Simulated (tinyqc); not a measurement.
Worked calculation: inversion-layer mobility, back-scattering and ballistic limit of a field-effect transistor. Computed by tinyqc, a small Python program that keeps every step. Command: `OMP_NUM_THREADS=1 python tinyqc.py 3001930 3001931 out.jsonl mos walk`. One thread of a shared host (Intel(R) Xeon(R) Processor @ 2.30GHz), about 0.01 s of CPU time with the checks. Intermediate numbers are printed to about 7 digits and carried at full precision; extremes and crossings named in words are read from the listed rows.

The charge at the top of the source barrier is fixed by the gate; series resistance and short-channel effects are left out. F_j are Fermi integrals normalised to exp(eta) in the classical limit.

Inputs (values chosen for the exercise, modelled on a silicon p-channel):
```
quantity,value,unit
transport mass m,0.29,m_0
valley degeneracy g_v,1,-
weight w of the inversion charge,0.333,-
permittivity eps,11.7,-
"phonon mobility at 1 MV/cm and 300 K, mu_ph",110,cm^2/(V s)
"roughness mobility at 1 MV/cm, mu_sr",170,cm^2/(V s)
"Coulomb mobility at N_inv = 1e12/cm^2, mu_C",190,cm^2/(V s)
electrical oxide thickness t_inv,2.2,nm
depletion charge N_dep,1.4e+12,1/cm^2
gate overdrive V_G - V_T,0.96,V
drain voltage V_D,0.05,V
channel length L,920,nm
exponent a of the critical length,0.63,-
temperature T,300,K
```

Statistics at the top of the barrier: Fermi-Dirac.

Constants: eps_0 = 8.8541878128e-12 F/m; e = 1.602176634e-19 C; m_0 = 9.1093837015e-31 kg; k_B = 1.380649e-23 J/K; hbar = 1.054571817e-34 J s; k_B = 8.617333262e-05 eV/K.

## Charge and field

N_inv = 3.9 eps_0 (V_G - V_T)/(e t_inv); effective field E_eff = e (N_dep + w N_inv)/(eps eps_0).

inversion density N_inv = 9.404842e+12 1/cm^2

effective field E_eff = 0.7008865 MV/cm

## Effective mobility

mu_phonon = mu_ph (E_eff/1 MV/cm)^(-0.3) (T/300 K)^(-1.75); mu_rough = mu_sr (E_eff/1 MV/cm)^(-2); mu_Coulomb = mu_C (N_inv/1e12 cm^-2) (T/300 K); Matthiessen's rule adds 1/mu.

phonon part = 122.3766 cm^2/(V s)

roughness part = 346.0617 cm^2/(V s)

Coulomb part = 1786.920 cm^2/(V s)

effective mobility mu = 86.05276 cm^2/(V s)

The phonon part is the lowest and holds 70 % of 1/mu.

## Ballistic limit

F_j(eta) = (1/Gamma(j + 1)) int_0^infinity x^j/(1 + exp(x - eta)) dx, F_0 = ln(1 + exp(eta)). Integrals over x = E/(k_B T) use 160 Gauss-Legendre points in u = sqrt(x) from 0 to sqrt(max(eta, 0) + 32). Ballistic channel: N_2D = g_v m k_B T/(pi hbar^2), U = e V_D/(k_B T); eta_F solves N_inv = (N_2D/2)[F_0(eta_F) + F_0(eta_F - U)]; v_T = sqrt(2 k_B T/(pi m)); I/W = e (N_2D/2) v_T [F_1/2(eta_F) - F_1/2(eta_F - U)]; injection velocity v_T F_1/2(eta_F)/F_0(eta_F).

N_2D = 3.131766e+12 1/cm^2

eta_F = 3.894124

thermal velocity v_T = 0.9990767 1e7 cm/s

injection velocity = 1.603377 1e7 cm/s

ballistic current I/W = 881.3698 microampere/micrometre

Degeneracy raises the injection velocity by a factor 1.60.

## Back-scattering

Mean free path lambda = (2 k_B T/e)(mu/v_T) F_0(eta_0)/F_-1/2(eta_0), with eta_0 from N_inv = N_2D F_0(eta_0); critical length l = L (1 + U)^(-a), an empirical rule; back-scattering r = l/(l + lambda). Then eta solves N_inv = (N_2D/2)[(1 + r) F_0(eta) + (1 - r) F_0(eta - U)] and I/W = e (N_2D/2) v_T (1 - r)[F_1/2(eta) - F_1/2(eta - U)]. Ballistic ratio: I over the ballistic current. Apparent mobility 1/(1/mu + 1/mu_B), mu_B = mu L/lambda.

eta_0 = 2.952137

mean free path lambda = 7.283325 nm

critical length l = 466.9602 nm

back-scattering coefficient r = 0.9846422

current I/W = 10.83944 microampere/micrometre

ballistic ratio = 0.01229841

apparent low-field mobility = 85.37686 cm^2/(V s)

L/lambda = 126.32; at this drain voltage the first 467 nm can return carriers, and the ratio is 1 %.

## Channel length

The last column is the long-channel law e N_inv mu V/L with V = V_D - V_D^2/(2 V_ov) below pinch-off and V_ov/2 above, V_ov = V_G - V_T.

Currents (microampere/micrometre):
```
L (nm),r,I/W,ballistic ratio,long-channel law
5,0.2584042,619.9416,0.7033843,1262.895
10,0.4106856,476.6227,0.5407749,631.447
20,0.5822496,324.9846,0.3687267,315.724
40,0.7359770,198.0869,0.2247489,157.862
80,0.8479110,111.0511,0.1259983,78.931
160,0.9176968,59.0691,0.0670197,39.465
400,0.9653685,24.5612,0.0278671,15.786
1000,0.9858535,9.9815,0.0113250,6.314
```

The current scales as L^-0.98 at the long end and as L^-0.38 at the short end, where it reaches 70 % of the ballistic 881. The long-channel law passes the ballistic limit between 5.00 and 10.0 nm and has no meaning below. At 1000 nm the model gives 1.58 times the long-channel law; the rule for l is a fit for short devices and fails wherever the model exceeds that law. Raising mu by 10 % at 20 nm raises I by 6.2 %.

## The mobility curve

The formulas are those given above.

Mobilities (cm^2/(V s)):
```
V_G - V_T (V),N_inv (1/cm^2),E_eff (MV/cm),phonon,roughness,Coulomb,total
0.03,2.939013e+11,0.2316593,170.5838,3167.740,55.841,41.5182
0.06,5.878026e+11,0.2467956,167.3753,2791.091,111.682,65.4158
0.12,1.175605e+12,0.2770684,161.6652,2214.497,223.365,89.9752
0.20,1.959342e+12,0.3174320,155.2021,1687.126,372.275,102.8582
0.35,3.428849e+12,0.3931138,145.5584,1100.050,651.481,107.3640
0.50,4.898355e+12,0.4687956,138.0695,773.538,930.687,104.0586
0.75,7.347533e+12,0.5949320,128.5442,480.302,1396.031,94.5379
1.00,9.796710e+12,0.7210684,121.3388,326.961,1861.375,84.4802
1.50,1.469507e+13,0.9733411,110.8953,179.440,2792.062,66.8960
```

The lowest part is Coulomb from 0.0300 to 0.0600, phonon from 0.120 to 1.50 V. The total peaks at 107 near E_eff = 0.39 MV/cm: screening lifts it at low density and the field presses it down at high density.

Checks made by the program: long channel and small V_D against the drift formula e N mu V_D/L (relative difference 2e-04).
